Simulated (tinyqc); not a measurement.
Anisotropic wet etching of Si(100): plane rates, V-grooves, membranes and undercut. From one set of inputs to another, one input at a time. Computed by tinyqc, a small Python program. Command: `OMP_NUM_THREADS=1 python tinyqc.py 3012420 3012421 out.jsonl wetetch ladder`. One thread of a shared host (Intel(R) Xeon(R) Processor @ 2.30GHz), about 0.01 s of CPU time with the checks.

A long slot opens the mask on a (100) wafer. The floor etches at R100; (111) walls stand at theta = arctan(sqrt2) = 54.7356 degrees to the surface and recede at R111 along their normal.

The inputs printed are set A. Set A is close to those used for tetramethylammonium hydroxide solutions; the values taken over come from a set close to those used for potassium hydroxide solutions. Inputs not listed in the table keep their values of set A, so the rows need not describe a real material.

Inputs (values chosen for the exercise, close to those used for tetramethylammonium hydroxide solutions):
```
quantity                                                                    value     unit
prefactor k0 of the (100) rate                                            5.3e+08   um/min
activation energy of (100), E                                               0.618       eV
ratio (100)/(111) at 80 C                                                      32        -
extra energy of (111), dE                                                    0.14       eV
ratio (100)/oxide at 80 C                                                    5500        -
extra energy of the oxide, dE_ox                                             0.23       eV
corner undercut rate over (100) rate, c                                       1.5        -
bath temperature T                                                             80        C
width w (mask opening along <110>, or membrane width in the design step)      8.7       um
misalignment of the mask                                                      0.2  degrees
etch time t                                                                   5.5      min
wafer thickness d                                                             675       um
membrane thickness wanted                                                      16       um
```

Constants: k_B = 8.617333262e-05 eV/K.

Method:
- R100 = k0 exp(-E/(k_B T)); a ratio given at 80 C scales as exp[(extra energy/k_B)(1/T - 1/353.15 K)]; R111 and R_ox follow by division.
- Temperatures in kelvin are T(C) + 273.15.
- A misaligned edge exposes ledges and adds R100 sin(misalignment) to the lateral rate (a simple estimate): u = R111/sin(theta) + R100 sin(misalignment). Top width W = w + 2 u t; floor width b = W - 2 z/tan(theta) = W - sqrt2 z. The floor lasts until b = 0, at t_V = w/(sqrt2 R100 - 2u); depth z = R100 t before t_V and W/sqrt2 after.
- Etch depth d - membrane, time = depth/R100; for a membrane as wide as w the opening must be w + sqrt2 depth - 2 u time; oxide mask consumed R_ox x time; a 1 K error changes the depth by the fraction E/(k_B T^2); a convex mask corner, such as that of a mesa, would retreat by c x depth.

Each row keeps all changes above it:
```
input moved                                                                                 from                to  depth z (um)  oxide consumed (nm)  opening needed (um)
set A                                                                                          -                 -        4.4178                119.8               885.62
width w (mask opening along <110>, or membrane width in the design step) (um)                8.7               4.3        3.3015                119.8               881.22
etch time t (min)                                                                            5.5                45        5.1754                119.8               881.22
ratio (100)/(111) at 80 C                                                                     32               260        3.4598                119.8               925.46
prefactor k0 of the (100) rate (um/min) and activation energy of (100), E (eV)  530000000, 0.618  520000000, 0.596        3.8881                119.8               925.46
bath temperature T (C)                                                                        80                60        3.2658                 76.1               926.96
ratio (100)/oxide at 80 C                                                                   5500               250        3.2658               1674.6               926.96
```

Where does the difference come from?

Depth z goes from 4.42 to 3.27, a factor 0.739 in all. The largest single move comes from etch time t (a factor 1.57), but it runs against the net change; the largest move in the direction of the net change is ratio (100)/(111) at 80 C (a factor 0.669). Oxide consumed goes from 120 to 1670, a factor 14.0 in all. The largest single move comes from ratio (100)/oxide at 80 C (a factor 22.0), and bath temperature T works against it (a factor 0.635). Opening needed goes from 886 to 927, a factor 1.05 in all. The largest single move comes from ratio (100)/(111) at 80 C (a factor 1.05), and width w (mask opening along <110>, or membrane width in the design step) works against it (a factor 0.9950). The single moves hold for this order of the switches; the total does not depend on the order.

Caution (all rows): the remaining silicon is too narrow for its thickness to act as a membrane. Caution (all rows): rates also depend on concentration, doping, additives and stirring, all held fixed here.

Extremes, crossings and ranges named in words are read from the listed rows.
